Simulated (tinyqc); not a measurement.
# Zero-field depth and permittivity from two fields

Question. The apparent depth of a Coulomb trap is Et - sqrt(q F/(pi eps0 eps_r)). Find Et and eps_r.

Constants: q = 1.602176634e-19 C, eps0 = 8.8541878128e-14 F/cm where lengths are in cm. Results are converted to the units shown.

apparent depth at F = 3.8 and 15 kV/cm (eV): [0.57486896, 0.55993767]

Solution. The depth is linear in sqrt(F): the intercept is Et and the slope -sqrt(q/(pi eps0 eps_r)).

Et = 0.590 eV
eps_r = 9.56

tinyqc, about 0.01 s, one thread, Intel Xeon 2.30GHz (shared host): `OMP_NUM_THREADS=1 python tinyqc.py 2050016 2050017 out.jsonl`
